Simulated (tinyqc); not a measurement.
Exchange-only LDA atom on a uniform radial grid, spin-unpolarised, for Ne+, step by step. Computed by tinyqc, a small Python program that keeps every step. Settings: Z = 10, points = 256, R = 9.7, functional = Slater exchange alone, mixing = 0.6, iteration cap = 76. Command: `OMP_NUM_THREADS=1 python tinyqc.py 30636 30637 out.jsonl` (the two numbers bound the seeds that draw the settings). One thread of a shared host (Intel(R) Xeon(R) Processor @ 2.60GHz), about 0.6 s of CPU time with the checks. Later iterations appear only in the table of the cycle.

## Iteration 1

Spherical atom on a uniform radial grid r_j = j h with h = R/(N + 1), h sum u^2 = 1 and integrals as h times sums, u(0) = u(R) = 0 (atomic units):
```
parameter           value
Z                      10
points N              256
R                9.700000
h                0.037743
mixing           0.600000
electrons in 1s         2
electrons in 2s         2
electrons in 2p         5
```

Three-point differences turn -u''/2 + [l(l+1)/2r^2 - Z/r + V] u = e u into a tridiagonal matrix (diagonal 1/h^2 + potential, off-diagonal -1/2h^2). D = sum f u^2; the Hartree potential y/r solves y'' = -D/r with y(0) = 0, y(R) = N_e; v_xc comes from rho = D/(4 pi r^2); E = sum f e - int D V + int D (V_H/2 + eps_xc); V(new) = V + mixing (V_H + v_xc - V).

eigenvalues (hartree): 1s -48.335873, 2s -12.390646, 2p -12.537911

Every 16th grid point:
```
r             V in     u(1s)      u(2s)     u(2p)          D        V_H       v_xc
0.603891  0.000000  0.100797  -1.331663  1.145332  10.125898  14.102128  -1.282604
1.207782  0.000000  0.000550  -0.332005  0.221832   0.466502   7.446297  -0.289654
1.811673  0.000000  2.25e-06  -0.039632  0.024251   0.006082   4.967757  -0.052026
2.415564  0.000000  8.19e-09  -0.003612  0.002098   0.000048   3.725838  -0.008556
3.019455  0.000000  2.79e-11  -0.000286  0.000160   2.91e-07   2.980670  -0.001343
3.623346  0.000000         0  -0.000021  0.000011   1.48e-09   2.483892  -0.000205
4.227237  0.000000         0  -1.41e-06  7.43e-07          0   2.129050  -0.000031
4.831128  0.000000         0  -9.22e-08  4.73e-08          0   1.862919   0.000000
5.435019  0.000000  0.000000  -5.83e-09  2.92e-09          0   1.655928   0.000000
6.038911  0.000000  0.000000  -3.59e-10  1.76e-10          0   1.490335   0.000000
6.642802  0.000000  0.000000  -2.17e-11  1.04e-11          0   1.354850   0.000000
7.246693  0.000000  0.000000          0         0          0   1.241946   0.000000
7.850584  0.000000  0.000000          0         0          0   1.146412   0.000000
8.454475  0.000000  0.000000          0         0          0   1.064525   0.000000
9.058366  0.000000  0.000000          0         0          0   0.993557   0.000000
9.662257  0.000000  0.000000          0         0          0   0.931459   0.000000
```

total energy = -111.35192954 hartree

## Iteration 2

As before.

eigenvalues (hartree): 1s -33.531474, 2s -4.720068, 2p -3.986268

Every 16th grid point:
```
r             V in     u(1s)      u(2s)     u(2p)         D        V_H       v_xc
0.603891  7.691714  0.138461  -1.163535  1.117659  8.991784  12.685105  -1.232812
1.207782  4.293986  0.001507  -0.649733  0.587840  2.572087   7.359725  -0.511709
1.811673  2.949439  0.000014  -0.196433  0.198944  0.275066   4.964104  -0.185359
2.415564  2.230369  1.17e-07  -0.048243  0.056427  0.020575   3.725695  -0.064469
3.019455  1.787596  9.57e-10  -0.010659  0.014536  0.001284   2.980665  -0.022035
3.623346  1.490212         0  -0.002207  0.003521  0.000072   2.483892  -0.007460
4.227237  1.277412         0  -0.000437  0.000817  3.72e-06   2.129050  -0.002511
4.831128  1.117751         0  -0.000084  0.000184  1.83e-07   1.862919  -0.000841
5.435019  0.993557  0.000000  -0.000016  0.000040  8.62e-09   1.655928  -0.000281
6.038911  0.894201  0.000000  -2.88e-06  0.000009  3.93e-10   1.490335  -0.000094
6.642802  0.812910  0.000000  -5.21e-07  1.84e-06  1.74e-11   1.354850  -0.000031
7.246693  0.745168  0.000000  -9.31e-08  3.84e-07         0   1.241946   0.000000
7.850584  0.687847  0.000000  -1.65e-08  7.95e-08         0   1.146412   0.000000
8.454475  0.638715  0.000000  -2.88e-09  1.63e-08         0   1.064525   0.000000
9.058366  0.596134  0.000000  -4.88e-10  3.20e-09         0   0.993557   0.000000
9.662257  0.558876  0.000000  -1.70e-11  1.21e-10         0   0.931459   0.000000
```

total energy = -122.63480921 hartree

## Convergence

Stop when input and output potentials agree to 1e-7.

Course of the cycle (hartree):
```
iteration              E       e(1s)       e(2s)       e(2p)  largest |V(out) - V(in)|
1          -111.35192954  -48.335873  -12.390646  -12.537911                  2.94e+01
2          -122.63480921  -33.531474   -4.720068   -3.986268                  6.46e+00
3          -123.38254985  -30.250562   -2.698339   -1.909604                  9.87e-01
4          -123.39454322  -29.773164   -2.194550   -1.421632                  3.33e-01
5          -123.39623652  -29.621250   -2.015606   -1.249856                  1.33e-01
6          -123.39648300  -29.557887   -1.946384   -1.183253                  5.23e-02
7          -123.39651815  -29.532897   -1.920049   -1.157897                  2.09e-02
8          -123.39652315  -29.522812   -1.909924   -1.148128                  8.27e-03
9          -123.39652387  -29.518786   -1.906035   -1.144369                  3.26e-03
10         -123.39652397  -29.517179   -1.904538   -1.142919                  1.28e-03
11         -123.39652399  -29.516540   -1.903960   -1.142359                  5.02e-04
12         -123.39652399  -29.516286   -1.903738   -1.142142                  1.96e-04
13         -123.39652399  -29.516186   -1.903651   -1.142058                  7.71e-05
14         -123.39652399  -29.516146   -1.903618   -1.142026                  3.02e-05
15         -123.39652399  -29.516131   -1.903605   -1.142013                  1.18e-05
16         -123.39652399  -29.516124   -1.903600   -1.142008                  4.62e-06
17         -123.39652399  -29.516122   -1.903598   -1.142006                  1.80e-06
18         -123.39652399  -29.516121   -1.903598   -1.142005                  7.03e-07
19         -123.39652399  -29.516121   -1.903597   -1.142005                  2.74e-07
20         -123.39652399  -29.516121   -1.903597   -1.142005                  1.06e-07
21         -123.39652399  -29.516120   -1.903597   -1.142005                  4.14e-08
```

Converged in 21 iterations. A uniform grid resolves the cusp poorly: for a bare nucleus this grid gives 1s at -48.33587 against -Z^2/2 = -50 hartree. Before convergence this energy mixes input and output and is not variational, so it may rise towards its limit.
